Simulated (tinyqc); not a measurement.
Which current rules in forward bias: trap-assisted generation and recombination current of an abrupt junction. Computed by tinyqc, a small Python program. Command: `OMP_NUM_THREADS=1 python tinyqc.py 3016522 3016523 out.jsonl junctionleak walk`. One thread of a shared host (Intel(R) Xeon(R) Processor @ 2.30GHz), about 0.01 s of CPU time with the checks.

Depletion approximation, flat quasi-Fermi levels across the depleted layer, long neutral regions with minority lifetimes tau_n and tau_p, full ionisation and Boltzmann statistics. Voltages in exponents stand for e V.

Inputs (values chosen for the exercise, for a model semiconductor): gap E_g = 0.745 eV; electron mass m_e = 0.2 m_0; valleys M_c = 4; hole mass m_h = 0.393 m_0; dielectric constant eps = 13.9; acceptor density N_A = 3e+17 cm^-3; donor density N_D = 2e+17 cm^-3; capture time tau_n = 7.9e-05 s; capture time tau_p = 6.5e-05 s; trap level E_t - E_i = 0 eV; electron diffusion coefficient D_n = 86 cm^2/s; hole diffusion coefficient D_p = 5.1 cm^2/s; temperature T = 300 K; tunnelling mass m_t = 0.15 m_0.

Field enhancement: Hurkx tunnelling factor.

Constants: k_B = 8.617333262e-05 eV/K; m_0 = 9.1093837015e-31 kg; k_B = 1.380649e-23 J/K; h = 6.62607015e-34 J s; e = 1.602176634e-19 C; eps_0 = 8.8541878128e-12 F/m; hbar = 1.054571817e-34 J s.

Method:
- N_c = 2 M_c (2 pi m_e k_B T/h^2)^(3/2) and N_v = 2 (2 pi m_h k_B T/h^2)^(3/2), masses in units of m_0.
- n_i = sqrt(N_c N_v) exp(-E_g/2 k_B T); V_bi = (k_B T/e) ln(N_A N_D/n_i^2); diffusion saturation current J_d0 = e n_i^2 [sqrt(D_n/tau_n)/N_A + sqrt(D_p/tau_p)/N_D].
- W = sqrt(2 eps eps_0 (V_bi - V)(1/N_A + 1/N_D)/e), x_p = W N_D/(N_A + N_D), x_n = W - x_p, peak field F_m = 2 (V_bi - V)/W; reverse bias means V = -V_r.
- Both capture times are divided by 1 + Gamma, Gamma = 2 sqrt(3 pi) (F/F_G) exp((F/F_G)^2), F_G = sqrt(24 m_t (k_B T)^3)/(e hbar) (the low-field Hurkx form), F being the local field, linear in x from 0 at the edges to F_m.
- Potential from the p edge: phi = (V_bi - V) x^2/(x_p W) on the p side and (V_bi - V)[1 - (W - x)^2/(x_n W)] on the n side; p = N_A exp(-phi/k_B T), n = n_i^2 exp(V/k_B T)/p; U = (n p - n_i^2)/[tau_p (n + n_i exp(dE/k_B T)) + tau_n (p + n_i exp(-dE/k_B T))], dE = E_t - E_i, n1 = n_i exp(dE/k_B T), p1 = n_i exp(-dE/k_B T); J_t = e int U dx by the trapezoid rule on 400 intervals on each side.
- J_d = J_d0 (exp(V/k_B T) - 1). Ideality n = (e/k_B T) dV/d ln J, central difference of 1 mV. The rows stop just below the bias where n = 0.1 p or tau_p n = 0.1 tau_n p at the p edge, or the like at the n edge.

k_B T = 0.0258520 eV

n_i = 4.11571e+12 cm^-3

J_d0 = 1.32397e-08 A/cm^2

Forward characteristic:
```
V (V)  J_t (A/cm^2)  J_d (A/cm^2)  ideality of J_t  ideality of the sum
0.10     7.9341e-08    6.2035e-07           1.7713               1.0314
0.15     2.2544e-07    4.3697e-06           1.9073               1.0209
0.21     7.4917e-07    4.4627e-05           1.9463               1.0078
0.27     2.4691e-06    4.5464e-04           1.9416               1.0026
0.32     6.7144e-06    3.1451e-03           1.9237               1.0010
0.38     2.2622e-05    3.2033e-02           1.8991               1.0003
0.43     6.2651e-05    2.2160e-01           1.9088               1.0001
0.49     2.0007e-04    2.2569e+00           2.2131               1.0000
```

What does the comparison show, and why?

Diffusion rules over the whole range. The ideality of J_t alone lies between 1.77 and 2.21.

Extremes, crossings and ranges named in words are read from the listed rows.
